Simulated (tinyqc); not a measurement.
## Four-point probe on a layer of finite thickness

Four collinear probes with spacing s on a wide layer of thickness w over an insulator: V/I = (rho/(2 pi s)) S, S = 1 + 4 sum_(k>=1) {[1 + (2 k w/s)^2]^(-1/2) - [4 + (2 k w/s)^2]^(-1/2)}. Thin-film reading rho = (pi/ln 2) w V/I times the factor F1 = 2 ln 2/((w/s) S); bulk reading rho = 2 pi s V/I times 1/S; closed estimate F1 = ln 2/ln[sinh(w/s)/sinh(w/(2 s))]. x = w/s.

Result of one run:

| S | F1 | 1/S | estimate of F1 |
|---|---|---|---|
| 1.197 | 0.7719 | 0.8352 | 0.7285 |

Which ratio w/s x gave this result: 1.5, 2, 3 or 5?

x = 1.5.

The whole series:

| x | S | F1 | 1/S | estimate of F1 |
|---|---|---|---|---|
| 0.3 | 4.621 | 1.000 | 0.2164 | 0.9841 |
| 0.4 | 3.467 | 0.9995 | 0.2884 | 0.9721 |
| 0.6 | 2.330 | 0.9918 | 0.4293 | 0.9399 |
| 0.8 | 1.793 | 0.9662 | 0.5576 | 0.8989 |
| 1 | 1.504 | 0.9215 | 0.6647 | 0.8523 |
| 1.5 | 1.197 | 0.7719 | 0.8352 | 0.7285 |
| 2 | 1.094 | 0.6337 | 0.9142 | 0.6151 |
| 3 | 1.031 | 0.4484 | 0.9703 | 0.4476 |
| 5 | 1.007 | 0.2753 | 0.9931 | 0.2765 |

F1 falls from 1.000 to 0.275 while 1/S rises from 0.216 to 0.993. Among the rows the thin-film formula is good to 1 % up to w/s = 0.6 and the bulk formula from w/s = 5 on. The closed estimate is within 7.6 % of the series.

Numbers from tinyqc (`OMP_NUM_THREADS=1 python tinyqc.py 2850105 2850106 out.jsonl`; about 0.04 s on one thread of a shared Intel Xeon 2.30GHz).
